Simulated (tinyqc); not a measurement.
# Frequency dispersion of an accumulation capacitance by border traps, distributed model, step by step

Computed by the program tinyqc: `OMP_NUM_THREADS=1 python tinyqc.py 2202109 2202110 out.jsonl`, one thread of a shared Intel Xeon 2.30GHz, about 0.3 s for the whole run. Printed values are rounded.

Traps spread evenly through the insulator exchange electrons with the semiconductor by tunnelling, with tau(x) = t0 exp(2 ka x) at depth x from the interface. The admittance per area Y seen at depth x obeys dY/dx = -Y^2/(i w eps0 eox) + q Nb ln(1 + i w tau)/tau, with Y(0) = i w Cs and w = 2 pi f; the gate sees Y(tox) = G + i w C. Working variable y = Y/(i w), in uF/cm^2. Cox = eps0 eox/tox.

Inputs (values chosen for the exercise); permittivity close to that of hafnium oxide:
- eox = 19.5 (relative permittivity of the insulator)
- tox = 3.1 nm (insulator thickness)
- Cs = 1.3 uF/cm^2 (semiconductor capacitance in accumulation)
- Nb = 8.4e19 cm^-3 eV^-1 (density of border traps)
- ka = 4.6 1/nm (decay constant of the wave function in the insulator)
- t0 = 2e-11 s (time constant of a trap at the interface)
- f = 10000 Hz (frequency)
- xe = 2 nm (depth down to which the steps are taken)

Constants: q = 1.602176634e-19 C, eps0 = 8.8541878128e-14 F/cm where lengths are in cm. Results are converted to the units shown.

## Scales and lumped estimate

Cox; trap-free value 1/(1/Cox + 1/Cs); response depth d = ln(1/(w t0))/(2 ka), where w tau = 1; lumped estimate: all traps within d act as C_bt = q Nb d placed at d/2, so C = 1/{1/[1/(1/Cs + d/(2 eps0 eox)) + C_bt] + (tox - d/2)/(eps0 eox)}.

Cox = 5.569570 uF/cm^2
trap-free C = 1.053988 uF/cm^2
d = 1.476856 nm
C_bt = 1.987594 uF/cm^2
lumped C = 2.235025 uF/cm^2

The traps within reach amount to 1.53 Cs and lie in the first 47.6 % of the insulator.

## Midpoint steps through the active depth

In terms of y: dy/dx = -y^2/(eps0 eox) + s(x), s = q Nb ln(1 + z)/z, z = i w tau. 9 midpoint steps of h = xe/9: y_half = y + (h/2) y'(x, y), y(new) = y + h y'(x + h/2, y_half).

```
point     x (nm)    s (uF/(cm^2 nm))         y (uF/cm^2)
0              0  1.345828-0.000001i  1.300000+0.000000i
1      0.2222222  1.345828-0.000007i  1.572434-0.000001i
2      0.4444444  1.345828-0.000050i  1.834045-0.000004i
3      0.6666667  1.345828-0.000390i  2.083576-0.000035i
4      0.8888889  1.345819-0.003011i  2.320061-0.000272i
5       1.111111  1.345293-0.023247i  2.542807-0.002094i
6       1.333333  1.315143-0.173569i  2.750534-0.016080i
7       1.555556  0.730340-0.541257i  2.903441-0.101937i
8       1.777778  0.127376-0.233993i  2.866172-0.181875i
9              2  0.017086-0.052623i  2.774237-0.192833i
```

## Capacitance and conductance at the gate

y at xe = 2.774237-0.192833i uF/cm^2

Beyond xe the traps are ignored, so 1/y(tox) = 1/y(xe) + (tox - xe)/(eps0 eox); C = Re y, G/w = -Im y, loss tangent G/(w C).

y at the gate = 2.359001-0.139241i uF/cm^2
C = 2.359001 uF/cm^2
G/w = 0.1392410 uF/cm^2
loss tangent = 0.05902540

A fine integration over the whole insulator gives C = 2.3623 and G/w = 0.1450 uF/cm^2; the coarse G/w is 4.0 % below that. The fine C is 2.24 times the trap-free value, and the lumped estimate is 5.4 % below the fine result.
